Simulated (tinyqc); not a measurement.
## Gate work function from the charge

Inverse problem. For an undoped double gate, Q = 8 eps0 eps_r Vt beta tan(beta)/ts with 0 < beta < pi/2, and at the source (Vg - dphi)/(2 Vt) - ln[(2/ts) sqrt(2 eps0 eps_r Vt/(q ni))] = ln(beta) - ln(cos beta) + 2 r beta tan(beta), r = eps_r tox/(eox ts). Find beta and dphi.

Values chosen for this exercise; material values close to those of silicon: temperature T = 300 K; relative permittivity of the semiconductor eps_r = 11.5; relative permittivity of the gate insulator eox = 25.7; insulator thickness tox = 7.4 nm; body thickness ts = 8 nm; gate voltage Vg = 1.37 V.

Constants: q = 1.602176634e-19 C, kB = 1.380649e-23 J/K, Vt = kB T/q, eps0 = 8.8541878128e-14 F/cm where lengths are in cm. Results are converted to the units shown.

Qs = 3494.1834 nC/cm^2
ni = 8.8966025e9 cm^-3

Solution. beta tan(beta) rises from 0 without bound on the interval, so the charge fixes beta; the second relation is then explicit in dphi. At this charge the surface density passes 0.3 Nc, so the classical Boltzmann model is only formal.

beta = 1.46
dphi = 0.170 V

Program tinyqc, `OMP_NUM_THREADS=1 python tinyqc.py 2440134 2440135 out.jsonl`; Intel Xeon 2.30GHz, shared host, one thread, about 0.03 s.
